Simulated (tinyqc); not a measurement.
## Hole mobility in a silicon inversion layer, empirical terms and Matthiessen rule: effect of the charge at the interface

Inversion layer of sheet density Ns on a uniformly doped body. The mobility terms are empirical power laws with prefactors chosen for the exercise; adding their inverses (Matthiessen) is itself an approximation.

ni = sqrt(Nc Nv) exp(-Eg/(2 Vt)), Eg in volts; Ndep = sqrt(2 eps0 eps_r Nb (2 Vt ln(Nb/ni) + Vsb)/q); E = q (Ndep + eta Ns)/(eps0 eps_r), in MV/cm. With t = T/(300 K): muC = Ac (Ns/1e12 cm^-2) t/(Nb/1e17 cm^-3 + Nit/1e11 cm^-2), muP = Ap E^(-1/3) t^(-1.75), muS = As E^(-gs); 1/mu is the sum of the inverses.

Values chosen for this exercise; material values close to those of silicon: temperature T = 293 K; band gap Eg = 1.13 eV; relative permittivity of the semiconductor eps_r = 11.6; conduction-band density of states at T Nc = 2.72e19 cm^-3; valence-band density of states at T Nv = 2.55e19 cm^-3; body doping Nb = 2.2e17 cm^-3; reverse body bias Vsb = 0.3 V; weight of the inversion charge in the effective field eta = 0.3333; phonon-limited mobility at 1 MV/cm and 300 K Ap = 114 cm^2/(V s); roughness-limited mobility at 1 MV/cm As = 509 cm^2/(V s); exponent of the roughness term gs = 1; Coulomb prefactor Ac = 1800 cm^2/(V s); inversion density Ns = 3e12 cm^-2.

Constants: q = 1.602176634e-19 C, kB = 1.380649e-23 J/K, Vt = kB T/q, eps0 = 8.8541878128e-14 F/cm where lengths are in cm. Results are converted to the units shown.

The same in every row: E (MV/cm) = 0.44157; muP (cm^2/(V s)) = 156.02; muS (cm^2/(V s)) = 1152.7.

Result of one run:

| Nit (cm^-2) | muC (cm^2/(V s)) | mu (cm^2/(V s)) |
|---|---|---|
| 1e11 | 1648.1 | 126.84 |

What becomes of these results when the charge at the interface Nit is changed from 1e11 to 1e10 cm^-2, all else the same?

Result of the changed run:

| Nit (cm^-2) | muC (cm^2/(V s)) | mu (cm^2/(V s)) |
|---|---|---|
| 1e10 | 2293.0 | 129.65 |

The whole series:

| Nit (cm^-2) | muC (cm^2/(V s)) | mu (cm^2/(V s)) |
|---|---|---|
| 1e10 | 2293.0 | 129.65 |
| 3.2e10 | 2092.9 | 128.95 |
| 1e11 | 1648.1 | 126.84 |
| 3.2e11 | 976.67 | 120.47 |
| 1e12 | 432.30 | 104.27 |
| 3.2e12 | 154.21 | 72.666 |
| 1e13 | 51.605 | 37.516 |

As Nit goes from 1e10 to 1e13 cm^-2, E stays at 0.442 MV/cm and mu falls from 130 to 37.5 cm^2/(V s). The smallest term is the phonon one in the first row and the Coulomb one in the last.

Program tinyqc, `OMP_NUM_THREADS=1 python tinyqc.py 2510038 2510039 out.jsonl`; Intel Xeon 2.30GHz, shared host, one thread, about 0.01 s.
